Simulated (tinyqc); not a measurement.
Inside a calculation. Method: Pariser-Parr-Pople SCF with singles CI, for the molecule C=CC=CN=CCl (SMILES; centres numbered as the heavy atoms are written). One step of it, computed by the program tinyqc.

Task: PPP integrals. Mataga-Nishimoto: gamma = 14.399645/(R + a), a = 2 x 14.399645/(gamma_rr + gamma_ss); H_rr = -W_r - sum_(s != r) z_s gamma_rs; H_rs = beta for bonds.

Centres (angstrom, eV; a flat drawing with bonds scaled to 1.40 angstrom):
```
centre          x          y  core charge z          W   gamma_rr
1C      -3.637000  -0.300000              1  11.160000  11.130000
2C      -2.425000   0.400000              1  11.160000  11.130000
3C      -1.212000  -0.300000              1  11.160000  11.130000
4C       0.000000   0.400000              1  11.160000  11.130000
5N       1.212000  -0.300000              1  14.100000  12.300000
6C       2.425000   0.400000              1  11.160000  11.130000
7Cl      3.637000  -0.300000              2  26.000000  13.000000
```

Resonance integrals (eV):
```
i  j       beta
1  2  -2.390000
2  3  -2.390000
3  4  -2.390000
4  5  -2.510000
5  6  -2.510000
6  7  -1.590000
```

Give: repulsion gamma_rs; core matrix H.

Result:

repulsion gamma_rs (eV), order 1C, 2C, 3C, 4C, 5N, 6C, 7Cl:
$$\begin{pmatrix}
11.1300 & 5.3463 & 3.8722 & 2.8814 & 2.3691 & 1.9469 & 1.7006 \\
5.3463 & 11.1300 & 5.3446 & 3.8722 & 2.9191 & 2.3438 & 1.9737 \\
3.8722 & 5.3446 & 11.1300 & 5.3463 & 3.9417 & 2.8814 & 2.3831 \\
2.8814 & 3.8722 & 5.3463 & 11.1300 & 5.4777 & 3.8722 & 2.9403 \\
2.3691 & 2.9191 & 3.9417 & 5.4777 & 12.3000 & 5.4759 & 4.0411 \\
1.9469 & 2.3438 & 2.8814 & 3.8722 & 5.4759 & 11.1300 & 5.5530 \\
1.7006 & 1.9737 & 2.3831 & 2.9403 & 4.0411 & 5.5530 & 13.0000
\end{pmatrix}$$

core matrix H (eV), order 1C, 2C, 3C, 4C, 5N, 6C, 7Cl:
$$\begin{pmatrix}
-30.9770 & -2.3900 & 0.0000 & 0.0000 & 0.0000 & 0.0000 & 0.0000 \\
-2.3900 & -34.9333 & -2.3900 & 0.0000 & 0.0000 & 0.0000 & 0.0000 \\
0.0000 & -2.3900 & -37.3122 & -2.3900 & 0.0000 & 0.0000 & 0.0000 \\
0.0000 & 0.0000 & -2.3900 & -38.4903 & -2.5100 & 0.0000 & 0.0000 \\
0.0000 & 0.0000 & 0.0000 & -2.5100 & -42.3656 & -2.5100 & 0.0000 \\
0.0000 & 0.0000 & 0.0000 & 0.0000 & -2.5100 & -38.7861 & -1.5900 \\
0.0000 & 0.0000 & 0.0000 & 0.0000 & 0.0000 & -1.5900 & -44.5918
\end{pmatrix}$$
